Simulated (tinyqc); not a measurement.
Surface Green function of a two-leg ladder, Sancho-Rubio decimation: two steps of the calculation.

A semi-infinite lead of cells 0, 1, 2, ... with H0 inside a cell and H1 = <cell i|H|cell i + 1>. One rung (site 1 on leg a, site 2 on leg b) is a cell; all hoppings enter with a minus sign. z = E + i eta.

Parameters, values chosen for the exercise: energy E = -5.35 eV; broadening eta = 0.05 eV.

Question 1. Decimation. Start with e_s = e = H0, a = H1, b = H1^dagger. Each round: g = (z - e)^(-1); e_s <- e_s + a g b; e <- e + a g b + b g a; a <- a g a; b <- b g b (all with the old a, b). Round k joins cells 2^k apart.

H0 (eV):
```
       1      2
1      0  -2.16
2  -2.16   1.78
```

H1 (eV):
```
      1      2
1  -2.9  -0.66
2     0  -1.27
```

Wanted: g; e_s after round 1; e after round 1; a after round 1; b after round 1.

Answer 1.

g (1/eV):
```
                   1                  2
1  -0.21293-0.00248i  -0.06450-0.00120i
2  -0.06450-0.00120i  -0.15978-0.00148i
```

e_s after round 1 (eV):
```
                 1                2
1  -2.1073-0.0261i  -2.5315-0.0057i
2  -2.5315-0.0057i   1.5223-0.0024i
```

e after round 1 (eV):
```
                 1                2
1  -3.8980-0.0469i  -3.1766-0.0148i
2  -3.1766-0.0148i   1.0637-0.0079i
```

a after round 1 (eV):
```
                 1                2
1  -1.9142-0.0231i  -0.8071-0.0109i
2  -0.2375-0.0044i  -0.3118-0.0034i
```

b after round 1 (eV):
```
                 1                2
1  -1.9142-0.0231i  -0.2375-0.0044i
2  -0.8071-0.0109i  -0.3118-0.0034i
```

Question 2. Self-energy, Dyson check and densities of states. Sigma = H1 g_s H1^dagger is what the lead adds to one more cell, and (z - H0 - Sigma)^(-1) must give g_s back. Densities of states: -Im of the diagonals over pi.

H0 (eV):
```
       1      2
1      0  -2.16
2  -2.16   1.78
```

H1 (eV):
```
      1      2
1  -2.9  -0.66
2     0  -1.27
```

converged surface Green function g_s (1/eV):
```
                         1                        2
1  -0.20524320-0.20824446i  -0.06333058-0.08849606i
2  -0.06333058-0.08849606i  -0.16373924-0.03859789i
```

converged bulk Green function (1/eV):
```
                         1                        2
1  -0.01193516-0.19993120i   0.03645873-0.09723996i
2   0.03645873-0.09723996i  -0.11705470-0.04987676i
```

Wanted: Sigma; (z - H0 - Sigma)^(-1); surface density of states; bulk density of states.

Answer 2.

Sigma (eV):
```
               1              2
1  -2.040-2.107i  -0.370-0.358i
2  -0.370-0.358i  -0.264-0.062i
```

(z - H0 - Sigma)^(-1) (1/eV):
```
                 1                2
1  -0.2052-0.2082i  -0.0633-0.0885i
2  -0.0633-0.0885i  -0.1637-0.0386i
```

```
orbital  surface density of states (1/eV)  bulk density of states (1/eV)
1                                 0.06629                        0.06364
2                                 0.01229                        0.01588
```

tinyqc, about 0.06 s, one thread, Intel Xeon 2.30GHz (shared host): `OMP_NUM_THREADS=1 python tinyqc.py 2680017 2680018 out.jsonl`
